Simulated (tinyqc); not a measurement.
From results back to parameters: effective mass of the conduction band from tabulated energies. Three cases, with inputs chosen for the exercise.

Problem. A band follows E (1 + alpha E) = c k^2/m, c = hbar^2/2m0. Its energies at two wave vectors are given.

Constants: hbar^2/2m0 = 3.80998211 eV angstrom^2.

Case 1.

Values chosen (out of a larger set: band of an eight-band Kane model near InAs; not measured data): k12 = (0.0105, 0.028) 1/angstrom (two wave vectors).

energies (meV): 15.77670  93.79282

Case 2.

Values chosen (out of a larger set: band of an eight-band Kane model near Ge; not measured data): k12 = (0.0108, 0.0288) 1/angstrom (two wave vectors).

energies (meV): 11.51523  76.38038

Case 3.

Values chosen (out of a larger set: band of an eight-band Kane model near GaSb; not measured data): k12 = (0.0123, 0.0328) 1/angstrom (two wave vectors).

energies (meV): 14.31063  93.12381

Find: y = c k^2/E; m; alpha.
Solution. y = m + m alpha E is a straight line through the two points.

Case 1.

y = c k^2/E (m0): 0.02662  0.03185
m = 0.0256 m0
alpha = 2.62 1/eV

Case 2.

y = c k^2/E (m0): 0.03859  0.04137
m = 0.0381 m0
alpha = 1.13 1/eV

Case 3.

y = c k^2/E (m0): 0.04028  0.04402
m = 0.0396 m0
alpha = 1.20 1/eV

Computed by tinyqc, one run a case: `OMP_NUM_THREADS=1 python tinyqc.py N N+1 out.jsonl` with N = 1850360, 1850379, 1850433; one thread of a shared Intel(R) Xeon(R) Processor @ 2.30GHz, about 0.01 s a run at most.
